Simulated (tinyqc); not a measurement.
Worked calculation: Hubbard chain of 2 sites. Computed by tinyqc, a small Python program that keeps every step. Settings: hopping = 1.92, U = 9.3, mixing = 0.2, iteration cap = 74. Command: `OMP_NUM_THREADS=1 python tinyqc.py 25238 25239 out.jsonl` (the two numbers bound the seeds that draw the settings). One thread of a shared host (Intel(R) Xeon(R) Processor @ 2.60GHz), about 0.1 s of CPU time with the checks.

one-body matrix (hopping and site energies) (eV), order 1, 2:
$$\begin{pmatrix}
-0.87000 & -1.92000 \\
-1.92000 & 0.28000
\end{pmatrix}$$

U = 9.30000 eV

electrons, up and down: [1, 1]

n(up) at the start (a guess, not normalised): 1 0.50000, 2 0.50000

n(down) at the start (a guess): 1 0.50000, 2 0.50000

Each step fills the lowest levels of T + U n(other spin) and sets n(new) = n + mixing (n(out) - n); stop when output and input agree to 1e-8.

Course of the cycle:
```
iteration     E (eV)  largest |n(out) - n(in)|  mean |n_up - n_down|
1          0.4342191                  1.43e-01               0.00000
2          0.2030737                  5.06e-02               0.00000
3          0.1733270                  1.66e-02               0.00000
4          0.1700838                  5.38e-03               0.00000
5          0.1697440                  1.73e-03               0.00000
6          0.1697088                  5.56e-04               0.00000
7          0.1697052                  1.79e-04               0.00000
8          0.1697048                  5.74e-05               0.00000
9          0.1697048                  1.84e-05               0.00000
10         0.1697048                  5.92e-06               0.00000
11         0.1697048                  1.90e-06               0.00000
12         0.1697048                  6.10e-07               0.00000
13         0.1697048                  1.96e-07               0.00000
14         0.1697048                  6.30e-08               0.00000
15         0.1697048                  2.02e-08               0.00000
16         0.1697048                  6.49e-09               0.00000
```

Can the last value be used, and what does the course show?

No, though the log alone does not show it. Converged in 16 iterations. But random starts reach -1.39325 eV, so this is another stationary point, not the lowest one. Reruns (cap 100 unless said): mixing 0.5: converged in 47 to a higher stationary point (E = 0.16970); mixing 0.9: not converged. Before convergence this energy mixes input and output and is not variational, so it may rise towards its limit.
